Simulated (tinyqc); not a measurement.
MOSFET in the linear regime without short-channel effects, parameter extraction from computed curves: one step of the calculation.

Inversion charge Q = Cox n Vt W0(exp((Vg - VT)/(n Vt))), W0 the Lambert function and n = nf; u = Q/Cox; mobility mu = mu0/(1 + th1 u + th2 u^2); channel resistance Rch = (L - dL)/(W mu Q); Id = Vd/(Rch + Rsd/W). Cox = eps0 eox/tox. Small Vd, no channel-length or drain effects.

Task. Threshold and mobility at the peak transconductance. gm_i = (Id_(i+1) - Id_(i-1))/(Vg_(i+1) - Vg_(i-1)); at the point j of largest gm the tangent meets the axis at V_ext = Vg_j - Id_j/gm_j; field-effect mobility gm_j L/(W Cox Vd) with the drawn L.

Inputs (values chosen for the exercise); channel values of the order met in silicon transistors:
- eox = 9.02 (relative permittivity of the gate insulator (close to aluminium oxide))
- tox = 12 nm (insulator thickness)
- mu0 = 130 cm^2/(V s) (low-field mobility)
- VT = 0.34 V (threshold voltage)
- W = 1 um (gate width)
- L = 0.14 um (drawn gate length)
- dL = 0.008 um (drawn less effective length)
- Vd = 0.025 V (drain voltage)

Constants: eps0 = 8.8541878128e-14 F/cm where lengths are in cm. Results are converted to the units shown.

```
point  Vg (V)       Id (uA)
0         0.1  2.3823850e-5
1        0.22  0.0030780643
2        0.34    0.22740440
3        0.46     1.3868740
4        0.58     2.8317649
5         0.7     4.2397047
6        0.82     5.5542026
7        0.94     6.7675763
8        1.06     7.8843741
9        1.18     8.9124678
10        1.3     9.8602827
```

Give: gm; j; V_ext; field-effect mobility.

Result.

gm, point 1 to 9 (uS): [0.94742, 5.7658, 10.852, 11.887, 11.343, 10.533, 9.7090, 8.9370, 8.2330]
j = 4
V_ext = 0.34177 V
field-effect mobility = 100.02 cm^2/(V s)

V_ext is 1.8 mV above the model VT, and the mobility so found is 27 % below mu0 L/(L - dL) = 138 cm^2/(V s), the value for the drawn L; attenuation, series resistance and the slow approach of Q to a straight line all lower the peak gm.

Program tinyqc, `OMP_NUM_THREADS=1 python tinyqc.py 2210041 2210042 out.jsonl`; Intel Xeon 2.30GHz, shared host, one thread, about 0.01 s.
